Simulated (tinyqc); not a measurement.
Born-Oppenheimer dynamics on the RHF/sto-6g surface (energies and gradients from PySCF), for BeH2, spin multiplicity 1, step by step. Computed by tinyqc, a small Python program that keeps every step (integrals from PySCF). Settings: charge = 0, multiplicity = 1, basis = sto-6g, time step (fs) = 1.0, steps = 16. Command: `OMP_NUM_THREADS=1 python tinyqc.py 20217 20218 out.jsonl` (the two numbers bound the seeds that draw the settings). One thread of a shared host (Intel(R) Xeon(R) Processor @ 2.60GHz), about 3 s of CPU time with the checks.

positions (bohr):
```
           x        y       z
1Be   0.0019  -0.0983  0.0000
2H    0.1020   2.5757  0.0869
3H   -0.0794  -2.5984  0.0094
```

The total energy should stay constant up to terms of order dt^2; the step counts as short enough if it moves by less than 2 % of the largest kinetic energy.

Trajectory:

| time (fs) | 1Be-2H (angstrom) | potential (hartree) | kinetic (hartree) | total (hartree) |
|---|---|---|---|---|
| 0.0000 | 1.4167 | -15.718924 | 0.001083 | -15.717841 |
| 1.0000 | 1.4086 | -15.720075 | 0.002191 | -15.717884 |
| 2.0000 | 1.3762 | -15.722678 | 0.004686 | -15.717992 |
| 3.0000 | 1.3246 | -15.725064 | 0.006935 | -15.718129 |
| 4.0000 | 1.2632 | -15.725231 | 0.007031 | -15.718200 |
| 5.0000 | 1.2065 | -15.722428 | 0.004369 | -15.718060 |
| 6.0000 | 1.1713 | -15.719063 | 0.001280 | -15.717783 |
| 7.0000 | 1.1701 | -15.719133 | 0.001356 | -15.717777 |
| 8.0000 | 1.2036 | -15.722699 | 0.004634 | -15.718065 |
| 9.0000 | 1.2602 | -15.725613 | 0.007389 | -15.718224 |
| 10.0000 | 1.3232 | -15.725211 | 0.007069 | -15.718142 |
| 11.0000 | 1.3774 | -15.722378 | 0.004400 | -15.717978 |
| 12.0000 | 1.4127 | -15.719495 | 0.001639 | -15.717856 |
| 13.0000 | 1.4234 | -15.718462 | 0.000644 | -15.717818 |
| 14.0000 | 1.4079 | -15.719890 | 0.002019 | -15.717870 |
| 15.0000 | 1.3686 | -15.722944 | 0.004940 | -15.718004 |
| 16.0000 | 1.3120 | -15.725568 | 0.007403 | -15.718165 |

Is the time step short enough?

No. The total energy moves within 4.5e-04 hartree; that is over 2 % of the largest kinetic energy, so the time step is too long.
